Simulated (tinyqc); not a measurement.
Inside a calculation (part 1 of 2). Method: G0W0 on RHF in the sto-6g basis, for BeH2, spin multiplicity 1. Computed by tinyqc, a small Python program that keeps every step (integrals from PySCF). Settings: charge = 0, multiplicity = 1, basis = sto-6g, method = RHF, energy threshold = 1e-10, iteration cap = 57, orthogonalisation = symmetric, start = Wolfsberg-Helmholz matrix, DIIS depth = 6. Command: `OMP_NUM_THREADS=1 python tinyqc.py 22940 22941 out.jsonl` (the two numbers bound the seeds that draw the settings). One thread of a shared host (Intel(R) Xeon(R) Processor @ 2.60GHz), about 0.1 s of CPU time with the checks. The early iterations of the SCF are left out here.

## One-electron integrals

Geometry (angstrom):
```
atom         x          y         z
Be    0.000000   0.000000  0.000000
H     0.000000   1.529000  0.000000
H     0.000000  -1.529000  0.000000
```

Basis sto-6g: exponents (1/bohr^2) and contraction coefficients of normalised primitives:
```
element  l (shell)    exponent  coefficient
Be           s (1)  312.870494     0.009164
Be           s (1)   57.364463     0.049361
Be           s (1)   16.048509     0.168538
Be           s (1)    5.513096     0.370563
Be           s (1)    2.140897     0.416492
Be           s (1)    0.881739     0.130334
Be           s (2)   13.633247    -0.013253
Be           s (2)    2.698375    -0.046992
Be           s (2)    0.838653    -0.033785
Be           s (2)    0.322660     0.250242
Be           s (2)    0.140131     0.595117
Be           s (2)    0.064233     0.240706
Be           p (3)   13.633247     0.003760
Be           p (3)    2.698375     0.037679
Be           p (3)    0.838653     0.173897
Be           p (3)    0.322660     0.418036
Be           p (3)    0.140131     0.425860
Be           p (3)    0.064233     0.101708
H            s (1)   35.523221     0.009164
H            s (1)    6.513144     0.049361
H            s (1)    1.822143     0.168538
H            s (1)    0.625955     0.370563
H            s (1)    0.243077     0.416492
H            s (1)    0.100112     0.130334
```

Overlap, kinetic and nuclear-attraction integrals over the contracted functions; the nuclear repulsion is the sum of Za Zb / Rab.

nuclear repulsion = 2.94179614 hartree

overlap S, order 1Be 1s, 1Be 2s, 1Be 2px, 1Be 2py, 1Be 2pz, 2H 1s, 3H 1s:
$$\begin{pmatrix}
1.000000 & 0.254764 & 0.000000 & 0.000000 & 0.000000 & 0.047349 & 0.047349 \\
0.254764 & 1.000000 & 0.000000 & 0.000000 & 0.000000 & 0.387008 & 0.387008 \\
0.000000 & 0.000000 & 1.000000 & 0.000000 & 0.000000 & 0.000000 & 0.000000 \\
0.000000 & 0.000000 & 0.000000 & 1.000000 & 0.000000 & 0.466961 & -0.466961 \\
0.000000 & 0.000000 & 0.000000 & 0.000000 & 1.000000 & 0.000000 & 0.000000 \\
0.047349 & 0.387008 & 0.000000 & 0.466961 & 0.000000 & 1.000000 & 0.019532 \\
0.047349 & 0.387008 & 0.000000 & -0.466961 & 0.000000 & 0.019532 & 1.000000
\end{pmatrix}$$

kinetic energy T (hartree), order 1Be 1s, 1Be 2s, 1Be 2px, 1Be 2py, 1Be 2pz, 2H 1s, 3H 1s:
$$\begin{pmatrix}
6.768753 & -0.207382 & 0.000000 & 0.000000 & 0.000000 & -0.012858 & -0.012858 \\
-0.207382 & 0.220121 & 0.000000 & 0.000000 & 0.000000 & 0.043340 & 0.043340 \\
0.000000 & 0.000000 & 0.661265 & 0.000000 & 0.000000 & 0.000000 & 0.000000 \\
0.000000 & 0.000000 & 0.000000 & 0.661265 & 0.000000 & 0.136344 & -0.136344 \\
0.000000 & 0.000000 & 0.000000 & 0.000000 & 0.661265 & 0.000000 & 0.000000 \\
-0.012858 & 0.043340 & 0.000000 & 0.136344 & 0.000000 & 0.768522 & -0.005263 \\
-0.012858 & 0.043340 & 0.000000 & -0.136344 & 0.000000 & -0.005263 & 0.768522
\end{pmatrix}$$

nuclear attraction V (hartree), order 1Be 1s, 1Be 2s, 1Be 2px, 1Be 2py, 1Be 2pz, 2H 1s, 3H 1s:
$$\begin{pmatrix}
-15.406978 & -1.827076 & 0.000000 & 0.000000 & 0.000000 & -0.368953 & -0.368953 \\
-1.827076 & -2.965953 & 0.000000 & 0.000000 & 0.000000 & -1.064695 & -1.064695 \\
0.000000 & 0.000000 & -2.902363 & 0.000000 & 0.000000 & 0.000000 & 0.000000 \\
0.000000 & 0.000000 & 0.000000 & -3.092862 & 0.000000 & -1.258428 & 1.258428 \\
0.000000 & 0.000000 & 0.000000 & 0.000000 & -2.902363 & 0.000000 & 0.000000 \\
-0.368953 & -1.064695 & 0.000000 & -1.258428 & 0.000000 & -2.792080 & -0.060600 \\
-0.368953 & -1.064695 & 0.000000 & 1.258428 & 0.000000 & -0.060600 & -2.792080
\end{pmatrix}$$

core Hamiltonian H = T + V (hartree), order 1Be 1s, 1Be 2s, 1Be 2px, 1Be 2py, 1Be 2pz, 2H 1s, 3H 1s:
$$\begin{pmatrix}
-8.638226 & -2.034458 & 0.000000 & 0.000000 & 0.000000 & -0.381811 & -0.381811 \\
-2.034458 & -2.745831 & 0.000000 & 0.000000 & 0.000000 & -1.021356 & -1.021356 \\
0.000000 & 0.000000 & -2.241097 & 0.000000 & 0.000000 & 0.000000 & 0.000000 \\
0.000000 & 0.000000 & 0.000000 & -2.431597 & 0.000000 & -1.122084 & 1.122084 \\
0.000000 & 0.000000 & 0.000000 & 0.000000 & -2.241097 & 0.000000 & 0.000000 \\
-0.381811 & -1.021356 & 0.000000 & -1.122084 & 0.000000 & -2.023558 & -0.065863 \\
-0.381811 & -1.021356 & 0.000000 & 1.122084 & 0.000000 & -0.065863 & -2.023558
\end{pmatrix}$$

## Two-electron integrals

Functions are numbered as in S; the eight-fold symmetry (ij|kl) = (ji|kl) = (kl|ij) leaves the list below.

Two-electron integrals (ij|kl) in chemists' order, unique and non-zero (hartree):
```
(11|11) 2.299996    (21|11) 0.361879    (21|21) 0.071926    (22|11) 0.570332
(22|21) 0.139654    (22|22) 0.417773    (31|31) 0.015252    (32|31) 0.022555
(32|32) 0.092340    (33|11) 0.570332    (33|21) 0.139654    (33|22) 0.417773
(33|33) 0.450117    (41|41) 0.015252    (42|41) 0.022555    (42|42) 0.092340
(43|43) 0.024258    (44|11) 0.570332    (44|21) 0.139654    (44|22) 0.417773
(44|33) 0.401601    (44|44) 0.450117    (51|51) 0.015252    (52|51) 0.022555
(52|52) 0.092340    (53|53) 0.024258    (54|54) 0.024258    (55|11) 0.570332
(55|21) 0.139654    (55|22) 0.417773    (55|33) 0.401601    (55|44) 0.401601
(55|55) 0.450117    (61|11) 0.068877    (61|21) 0.013306    (61|22) 0.025774
(61|33) 0.025561    (61|41) 0.001319    (61|42) 0.002573    (61|44) 0.026200
(61|55) 0.025561    (61|61) 0.002604    (62|11) 0.176183    (62|21) 0.043889
(62|22) 0.144215    (62|33) 0.138656    (62|41) 0.006101    (62|42) 0.036795
(62|44) 0.155334    (62|55) 0.138656    (62|61) 0.009005    (62|62) 0.076056
(63|31) 0.004087    (63|32) 0.018951    (63|43) 0.006268    (63|63) 0.006690
(64|11) 0.193224    (64|21) 0.048716    (64|22) 0.167122    (64|33) 0.157315
(64|41) 0.009822    (64|42) 0.057235    (64|44) 0.186736    (64|55) 0.157315
(64|61) 0.010460    (64|62) 0.100034    (64|64) 0.135393    (65|51) 0.004087
(65|52) 0.018951    (65|54) 0.006268    (65|65) 0.006690    (66|11) 0.344621
(66|21) 0.087542    (66|22) 0.321838    (66|33) 0.298841    (66|41) 0.013863
(66|42) 0.108833    (66|44) 0.367833    (66|55) 0.298841    (66|61) 0.018520
(66|62) 0.218616    (66|64) 0.304516    (66|66) 0.774999    (71|11) 0.068877
(71|21) 0.013306    (71|22) 0.025774    (71|33) 0.025561    (71|41) -0.001319
(71|42) -0.002573   (71|44) 0.026200    (71|55) 0.025561    (71|61) 0.002356
(71|62) 0.007442    (71|64) 0.007964    (71|66) 0.014685    (71|71) 0.002604
(72|11) 0.176183    (72|21) 0.043889    (72|22) 0.144215    (72|33) 0.138656
(72|41) -0.006101   (72|42) -0.036795   (72|44) 0.155334    (72|55) 0.138656
(72|61) 0.007442    (72|62) 0.038394    (72|64) 0.040821    (72|66) 0.080947
(72|71) 0.009005    (72|72) 0.076056    (73|31) 0.004087    (73|32) 0.018951
(73|43) -0.006268   (73|63) 0.002613    (73|73) 0.006690    (74|11) -0.193224
(74|21) -0.048716   (74|22) -0.167122   (74|33) -0.157315   (74|41) 0.009822
(74|42) 0.057235    (74|44) -0.186736   (74|55) -0.157315   (74|61) -0.007964
(74|62) -0.040821   (74|64) -0.042016   (74|66) -0.085254   (74|71) -0.010460
(74|72) -0.100034   (74|74) 0.135393    (75|51) 0.004087    (75|52) 0.018951
(75|54) -0.006268   (75|65) 0.002613    (75|75) 0.006690    (76|11) 0.011019
(76|21) 0.002673    (76|22) 0.008050    (76|33) 0.007890    (76|44) 0.008370
(76|55) 0.007890    (76|61) 0.000497    (76|62) 0.002947    (76|64) 0.003511
(76|66) 0.007038    (76|71) 0.000497    (76|72) 0.002947    (76|74) -0.003511
(76|76) 0.000159    (77|11) 0.344621    (77|21) 0.087542    (77|22) 0.321838
(77|33) 0.298841    (77|41) -0.013863   (77|42) -0.108833   (77|44) 0.367833
(77|55) 0.298841    (77|61) 0.014685    (77|62) 0.080947    (77|64) 0.085254
(77|66) 0.173035    (77|71) 0.018520    (77|72) 0.218616    (77|74) -0.304516
(77|76) 0.007038    (77|77) 0.774999
```

## Orthogonalisation

S = U s U^T; symmetric (Loewdin) form X = U s^(-1/2) U^T, so that X^T S X = 1.

eigenvalues of S: [0.329778, 0.427862, 0.952409, 1.000000, 1.000000, 1.639261, 1.650689]

X, order 1Be 1s, 1Be 2s, 1Be 2px, 1Be 2py, 1Be 2pz, 2H 1s, 3H 1s:
$$\begin{pmatrix}
1.027302 & -0.147471 & 0.000000 & 0.000000 & 0.000000 & 0.018994 & 0.018994 \\
-0.147471 & 1.174989 & 0.000000 & 0.000000 & 0.000000 & -0.242065 & -0.242065 \\
0.000000 & 0.000000 & 1.000000 & 0.000000 & 0.000000 & 0.000000 & 0.000000 \\
0.000000 & 0.000000 & 0.000000 & 1.252729 & 0.000000 & -0.340443 & 0.340443 \\
0.000000 & 0.000000 & 0.000000 & 0.000000 & 1.000000 & 0.000000 & 0.000000 \\
0.018994 & -0.242065 & 0.000000 & -0.340443 & 0.000000 & 1.199597 & -0.067372 \\
0.018994 & -0.242065 & 0.000000 & 0.340443 & 0.000000 & -0.067372 & 1.199597
\end{pmatrix}$$

## Iteration 6 (converged): orbitals

converged F (hartree), order 1Be 1s, 1Be 2s, 1Be 2px, 1Be 2py, 1Be 2pz, 2H 1s, 3H 1s:
$$\begin{pmatrix}
-4.599012 & -1.249565 & 0.000000 & 0.000000 & 0.000000 & -0.236778 & -0.236778 \\
-1.249565 & -0.570325 & 0.000000 & 0.000000 & 0.000000 & -0.348871 & -0.348871 \\
0.000000 & 0.000000 & 0.210269 & 0.000000 & 0.000000 & 0.000000 & 0.000000 \\
0.000000 & 0.000000 & 0.000000 & -0.163370 & 0.000000 & -0.308227 & 0.308227 \\
0.000000 & 0.000000 & 0.000000 & 0.000000 & 0.210269 & 0.000000 & 0.000000 \\
-0.236778 & -0.348871 & 0.000000 & -0.308227 & 0.000000 & -0.248756 & -0.020424 \\
-0.236778 & -0.348871 & 0.000000 & 0.308227 & 0.000000 & -0.020424 & -0.248756
\end{pmatrix}$$

Diagonalise F' = X^T F X, C = X C', fill 3 alpha and 3 beta electrons from the bottom; D = 2 C_occ C_occ^T. Each column has its largest component positive (the first on a tie).

F' = X^T F X (hartree):
$$\begin{pmatrix}
-4.502122 & -0.658841 & 0.000000 & 0.000000 & 0.000000 & -0.015771 & -0.015771 \\
-0.658841 & -0.122814 & 0.000000 & 0.000000 & 0.000000 & -0.286917 & -0.286917 \\
0.000000 & 0.000000 & 0.210269 & 0.000000 & 0.000000 & 0.000000 & 0.000000 \\
0.000000 & 0.000000 & 0.000000 & 0.216506 & 0.000000 & -0.392495 & 0.392495 \\
0.000000 & 0.000000 & 0.000000 & 0.000000 & 0.210269 & 0.000000 & 0.000000 \\
-0.015771 & -0.286917 & 0.000000 & -0.392495 & 0.000000 & 0.048625 & -0.078776 \\
-0.015771 & -0.286917 & 0.000000 & 0.392495 & 0.000000 & -0.078776 & 0.048625
\end{pmatrix}$$

orbital energies (hartree): MO1 -4.600546, MO2 -0.425399, MO3 -0.384904, MO4 0.210269, MO5 0.210269, MO6 0.370857, MO7 0.728811

coefficients C, order 1Be 1s, 1Be 2s, 1Be 2px, 1Be 2py, 1Be 2pz, 2H 1s, 3H 1s:
$$\begin{pmatrix}
0.994738 & -0.203240 & 0.000000 & 0.000000 & 0.000000 & -0.216814 & 0.000000 \\
0.020914 & 0.592851 & 0.000000 & 0.000000 & 0.000000 & 1.080568 & 0.000000 \\
0.000000 & 0.000000 & 0.000000 & 0.981552 & -0.191194 & 0.000000 & 0.000000 \\
0.000000 & 0.000000 & 0.495839 & 0.000000 & 0.000000 & 0.000000 & 1.247107 \\
0.000000 & 0.000000 & 0.000000 & 0.191194 & 0.981552 & 0.000000 & 0.000000 \\
-0.002509 & 0.396268 & 0.427439 & 0.000000 & 0.000000 & -0.736810 & -0.857790 \\
-0.002509 & 0.396268 & -0.427439 & 0.000000 & 0.000000 & -0.736810 & 0.857790
\end{pmatrix}$$

D after iteration 6, order 1Be 1s, 1Be 2s, 1Be 2px, 1Be 2py, 1Be 2pz, 2H 1s, 3H 1s:
$$\begin{pmatrix}
2.061621 & -0.199376 & 0.000000 & 0.000000 & 0.000000 & -0.166068 & -0.166068 \\
-0.199376 & 0.703821 & 0.000000 & 0.000000 & 0.000000 & 0.469751 & 0.469751 \\
0.000000 & 0.000000 & 0.000000 & 0.000000 & 0.000000 & 0.000000 & 0.000000 \\
0.000000 & 0.000000 & 0.000000 & 0.491713 & 0.000000 & 0.423882 & -0.423882 \\
0.000000 & 0.000000 & 0.000000 & 0.000000 & 0.000000 & 0.000000 & 0.000000 \\
-0.166068 & 0.469751 & 0.000000 & 0.423882 & 0.000000 & 0.679478 & -0.051339 \\
-0.166068 & 0.469751 & 0.000000 & -0.423882 & 0.000000 & -0.051339 & 0.679478
\end{pmatrix}$$

Within a degenerate level the vectors are fixed only up to a rotation; this is one choice.

## Convergence

Stop when the energy changes by less than 1e-10 hartree and every element of the error matrix X^T (F D S - S D F) X is below 3e-06.

Course of the cycle:
```
iteration   E (hartree)     change  largest element of the error matrix
1          -15.65615286          -                             1.55e-01
2          -15.68692685  -3.08e-02                             1.80e-02
3          -15.68749023  -5.63e-04                             2.56e-03
4          -15.68750862  -1.84e-05                             1.95e-04
5          -15.68750871  -8.48e-08                             3.69e-07
6          -15.68750871  -6.75e-14                             3.31e-10
```

PySCF RHF in the same basis = -15.68750871 hartree

Converged in 6 iterations.

## Integrals over molecular orbitals

(pq|rs) = sum C_ip C_jq C_kr C_ls (ij|kl), one index at a time.

one-electron integrals over orbitals h = C^T H C (hartree):
$$\begin{pmatrix}
-8.629405 & 0.210085 & 0.000000 & 0.000000 & 0.000000 & 0.211958 & 0.000000 \\
0.210085 & -2.324609 & 0.000000 & 0.000000 & 0.000000 & -0.242381 & 0.000000 \\
0.000000 & 0.000000 & -2.264442 & 0.000000 & 0.000000 & 0.000000 & -0.309804 \\
0.000000 & 0.000000 & 0.000000 & -2.241097 & 0.000000 & 0.000000 & 0.000000 \\
0.000000 & 0.000000 & 0.000000 & 0.000000 & -2.241097 & 0.000000 & 0.000000 \\
0.211958 & -0.242381 & 0.000000 & 0.000000 & 0.000000 & -1.918820 & 0.000000 \\
0.000000 & 0.000000 & -0.309804 & 0.000000 & 0.000000 & 0.000000 & -1.861341
\end{pmatrix}$$

Two-electron integrals over orbitals (pq|rs), unique and non-zero (hartree):
```
(11|11) 2.280950    (21|11) -0.188725   (21|21) 0.024557    (22|11) 0.463040
(22|21) -0.005774   (22|22) 0.377924    (31|31) 0.005265    (32|31) 0.011335
(32|32) 0.160771    (33|11) 0.425825    (33|21) -0.002126   (33|22) 0.390267
(33|33) 0.413390    (41|41) 0.016026    (42|41) 0.014733    (42|42) 0.047062
(43|43) 0.012767    (44|11) 0.570059    (44|21) -0.006907   (44|22) 0.355134
(44|33) 0.338418    (44|44) 0.450117    (51|51) 0.016026    (52|51) 0.014733
(52|52) 0.047062    (53|53) 0.012767    (54|54) 0.024258    (55|11) 0.570059
(55|21) -0.006907   (55|22) 0.355134    (55|33) 0.338418    (55|44) 0.401601
(55|55) 0.450117    (61|11) -0.200402   (61|21) 0.026709    (61|22) -0.006336
(61|33) -0.002982   (61|44) -0.005418   (61|55) -0.005418   (61|61) 0.029174
(62|11) 0.138509    (62|21) -0.006502   (62|22) -0.016677   (62|33) -0.041726
(62|44) 0.065900    (62|55) 0.065900    (62|61) -0.005764   (62|62) 0.082922
(63|31) -0.000578   (63|32) -0.092201   (63|63) 0.085762    (64|41) 0.016299
(64|42) 0.046736    (64|64) 0.050328    (65|51) 0.016299    (65|52) 0.046736
(65|65) 0.050328    (66|11) 0.473217    (66|21) -0.007257   (66|22) 0.379984
(66|33) 0.390567    (66|44) 0.356976    (66|55) 0.356976    (66|61) -0.007454
(66|62) -0.026699   (66|66) 0.396630    (71|31) 0.009965    (71|32) 0.017915
(71|63) 0.000122    (71|71) 0.019043    (72|31) 0.004392    (72|32) -0.040987
(72|63) 0.062911    (72|71) 0.008184    (72|72) 0.057947    (73|11) 0.149508
(73|21) -0.003970   (73|22) -0.000939   (73|33) -0.018355   (73|44) 0.068876
(73|55) 0.068876    (73|61) -0.003509   (73|62) 0.078555    (73|66) -0.019703
(73|73) 0.086932    (74|43) 0.013361    (74|74) 0.016908    (75|53) 0.013361
(75|75) 0.016908    (76|31) 0.010012    (76|32) 0.140664    (76|63) -0.090851
(76|71) 0.016291    (76|72) -0.048714   (76|76) 0.136656    (77|11) 0.550817
(77|21) -0.007245   (77|22) 0.404853    (77|33) 0.421367    (77|44) 0.379612
(77|55) 0.379612    (77|61) -0.007600   (77|62) -0.020933   (77|66) 0.415012
(77|73) 0.001392    (77|77) 0.459161
```

## Screening: direct RPA

With D = e_a - e_i and K = (ia|jb): diagonalise D^(1/2) (D + 4K) D^(1/2) = Z w^2 Z^T; X + Y = D^(1/2) Z w^(-1/2), each column of Z with its largest component positive (the first on a tie); E_c = (sum w - tr (D + 2K)) / 2.

D^(1/2) (D + 4K) D^(1/2) (hartree^2):
```
           1>4        1>5        1>6        1>7       2>4       2>5        2>6       2>7
1>4  23.452323   0.000000   0.000000   0.000000  0.103053  0.000000   0.000000  0.000000
1>5   0.000000  23.452323   0.000000   0.000000  0.000000  0.103053   0.000000  0.000000
1>6   0.000000   0.000000  25.294988   0.000000  0.000000  0.000000  -0.045870  0.000000
1>7   0.000000   0.000000   0.000000  28.807996  0.000000  0.000000   0.000000  0.081191
2>4   0.103053   0.000000   0.000000   0.000000  0.523737  0.000000   0.000000  0.000000
2>5   0.000000   0.103053   0.000000   0.000000  0.000000  0.523737   0.000000  0.000000
2>6   0.000000   0.000000  -0.045870   0.000000  0.000000  0.000000   0.898132  0.000000
2>7   0.000000   0.000000   0.000000   0.081191  0.000000  0.000000   0.000000  1.599730
3>4   0.000000   0.000000   0.000000   0.000000  0.000000  0.000000   0.000000  0.000000
3>5   0.000000   0.000000   0.000000   0.000000  0.000000  0.000000   0.000000  0.000000
3>6   0.000000   0.000000   0.000000   0.000976  0.000000  0.000000   0.000000  0.235030
3>7   0.000000   0.000000  -0.033028   0.000000  0.000000  0.000000   0.295902  0.000000

          3>4       3>5       3>6        3>7
1>4  0.000000  0.000000  0.000000   0.000000
1>5  0.000000  0.000000  0.000000   0.000000
1>6  0.000000  0.000000  0.000000  -0.033028
1>7  0.000000  0.000000  0.000976   0.000000
2>4  0.000000  0.000000  0.000000   0.000000
2>5  0.000000  0.000000  0.000000   0.000000
2>6  0.000000  0.000000  0.000000   0.295902
2>7  0.000000  0.000000  0.235030   0.000000
3>4  0.384625  0.000000  0.000000   0.000000
3>5  0.000000  0.384625  0.000000   0.000000
3>6  0.000000  0.000000  0.830437   0.000000
3>7  0.000000  0.000000  0.000000   1.627628
```

excitation energies w (hartree): [0.620181, 0.620181, 0.723377, 0.723377, 0.874242, 0.890594, 1.290591, 1.316233, 4.842808, 4.842808, 5.029426, 5.367331]

X + Y:
```
            1          2          3          4          5          6          7         8
1>4  0.000000   0.000000  -0.000068  -0.011590   0.000000   0.000000   0.000000  0.000000
1>5  0.000000   0.000000  -0.011590   0.000068   0.000000   0.000000   0.000000  0.000000
1>6  0.000000   0.000000   0.000000   0.000000   0.000000   0.003105   0.000000  0.003832
1>7  0.000000   0.000000   0.000000   0.000000   0.001854   0.000000  -0.005871  0.000000
2>4  0.000000   0.000000   0.005504   0.937391   0.000000   0.000000   0.000000  0.000000
2>5  0.000000   0.000000   0.937391  -0.005504   0.000000   0.000000   0.000000  0.000000
2>6  0.000000   0.000000   0.000000   0.000000   0.000000   0.891199   0.000000  0.259905
2>7  0.000000   0.000000   0.000000   0.000000  -0.311249   0.000000   0.910327  0.000000
3>4  0.977593  -0.063146   0.000000   0.000000   0.000000   0.000000   0.000000  0.000000
3>5  0.063146   0.977593   0.000000   0.000000   0.000000   0.000000   0.000000  0.000000
3>6  0.000000   0.000000   0.000000   0.000000   0.895009   0.000000   0.207291  0.000000
3>7  0.000000   0.000000   0.000000   0.000000   0.000000  -0.373684   0.000000  0.866979

            9        10         11        12
1>4  0.000000  0.996681   0.000000  0.000000
1>5  0.996681  0.000000   0.000000  0.000000
1>6  0.000000  0.000000   0.994212  0.000000
1>7  0.000000  0.000000   0.000000  0.996452
2>4  0.000000  0.001628   0.000000  0.000000
2>5  0.001628  0.000000   0.000000  0.000000
2>6  0.000000  0.000000  -0.000755  0.000000
2>7  0.000000  0.000000   0.000000  0.001384
3>4  0.000000  0.000000   0.000000  0.000000
3>5  0.000000  0.000000   0.000000  0.000000
3>6  0.000000  0.000000   0.000000  0.000022
3>7  0.000000  0.000000  -0.000668  0.000000
```

RPA correlation energy = -0.04492078 hartree

Within a degenerate level the vectors are fixed only up to a rotation; this is one choice.
